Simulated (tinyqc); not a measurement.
Elastic strain and critical thickness of a cubic alloy layer A(1-x)B(x) on a thick substrate. From in-plane stress back to fraction x of B. Computed by tinyqc, a small Python program. Command: `OMP_NUM_THREADS=1 python tinyqc.py 3000252 3000253 out.jsonl misfit inv`. One thread of a shared host (Intel(R) Xeon(R) Processor @ 2.30GHz), about 0.02 s of CPU time with the checks.

Strain is positive in tension. The layer is coherent with the substrate unless said otherwise.

Inputs (values chosen for the exercise, modelled on Ga(1-x)In(x)As on InP):
```
quantity,value,unit
lattice constant a_A,5.653,angstrom
lattice constant a_B,6.058,angstrom
substrate lattice constant a_S,5.869,angstrom
layer thickness h,35,nm
```

Growth plane: (001).

C11, C12, C44 of A (GPa): [120.5, 52.85, 58.3]

C11, C12, C44 of B (GPa): [83.65, 45.22, 39.53]

Method. a = (1 - x) a_A + x a_B, the same rule for each C_ij; misfit f = (a_S - a)/a, the in-plane strain of the coherent layer. (001): D = 2 C12/C11, M = C11 + C12 - 2 C12^2/C11. The free surface carries no normal stress, so e_perp = -D f; dV/V = 2 f + e_perp; stress = M f; energy per area = M f^2 h (1 GPa nm = 1 J/m^2).

Question. A run gave the result below. Find the fraction x of B, known to lie between 0.61 and 0.84.

in-plane stress = -1.130713 GPa

Answer.

Each step takes the trial c = (a f_b - b f_a)/(f_b - f_a), f being the result less the target and a, b, c the logarithms of the listed values; c replaces end b, the old b replaces a if the sign of f changed, and otherwise f_a is halved.

Scan of the range:
```
fraction x of B,in-plane stress (GPa)
0.610,-0.52007
0.643,-0.73051
0.679,-0.95090
0.716,-1.16745
0.755,-1.38481
0.796,-1.60127
0.840,-1.81986
```

False position (Illinois rule, in the logarithm of the input) inside the bracket:
```
step,end a,end b,trial,in-plane stress (GPa)
1,0.679000,0.716000,0.709584,-1.13062
2,0.716000,0.709584,0.709600,-1.13071
3,0.716000,0.709600,0.709600,-1.13071
4,0.709600,0.709600,0.709600,-1.13071
```

In-plane stress falls at every point of a 13-point scan of the range (every second point is shown), so one value fits; it is bracketed by 0.679 and 0.716. Answer: fraction x of B = 0.7096.
